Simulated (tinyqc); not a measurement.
Doping from the ideality factor.

Inverse problem. For thermionic-field emission over a Schottky barrier the ideality factor is n = u coth(u) with u = E00/Vt and E00 = (hbar/2) sqrt(Nd/(me m0 eps0 eps_r)) in SI units (volts). Find u, E00 and Nd.

Parameters, values chosen for the exercise; band and dielectric values close to those of gallium nitride:
```
symbol  value  unit                meaning
T         350     K            temperature
me      0.201    m0          electron mass
eps_r    9.34        relative permittivity
```

Constants: q = 1.602176634e-19 C, kB = 1.380649e-23 J/K, eps0 = 8.8541878128e-12 F/m, hbar = 1.054571817e-34 J s, m0 = 9.1093837015e-31 kg, Vt = kB T/q. Results are converted to the units shown.

n = 1.9922725

Solution. u coth(u) rises steadily from 1, so n fixes u; the definition of E00 then gives Nd.

u = 1.906
E00 = 57.49 meV
Nd = 1.800e19 cm^-3

Program tinyqc, `OMP_NUM_THREADS=1 python tinyqc.py 2640122 2640123 out.jsonl`; Intel Xeon 2.30GHz, shared host, one thread, about 0.05 s.
